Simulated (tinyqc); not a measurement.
Heavy doping: band filling, gap narrowing, band tails and the effective intrinsic density: one step, computed by the program tinyqc. Command: `OMP_NUM_THREADS=1 python tinyqc.py 3021636 3021637 out.jsonl gapnarrow walk`. One thread of a shared host (Intel(R) Xeon(R) Processor @ 2.30GHz), about 0.03 s of CPU time with the checks.

An n-type crystal above its Mott density, with all dopants ionised: n = N_D - N_A, ionised centres N_I = N_D + N_A. Valleys are taken as spherical with mass m_e.

Question. Band filling. n = M_c (1/(2 pi^2)) (m_e/(hbar^2/2m_0))^(3/2) int sqrt(E) f dE, f = 1/(1 + exp((E - E_F)/k_B T)); trapezoid rule in t = sqrt(E/k_B T), step 0.02 up to 12; E_F by bisection from the band edge. At T = 0, E_F = (hbar^2/2m_0) k_F^2/m_e; dn/dE_F uses f (1 - f)/k_B T in place of f.

Inputs (values chosen for the exercise, modelled on CdTe):
```
quantity           value  unit
gap E_g             1.54    eV
electron mass m_e  0.098   m_0
valleys M_c            1     -
temperature T        150     K
```

Conduction band: parabolic.

n = 3.10e+18 cm^-3

k_F = 0.04510876 1/angstrom

Constants: k_B = 8.617333262e-05 eV/K; hbar^2/(2 m_0) = 3.80998212 eV angstrom^2.

Give: E_F above the band edge; E_F at T = 0; E_F/k_B T; dn/dE_F.

Answer.

E_F above the band edge = 77.28 meV

E_F at T = 0 = 79.11 meV

E_F/k_B T = 5.979

dn/dE_F = 5.732e+19 cm^-3/eV
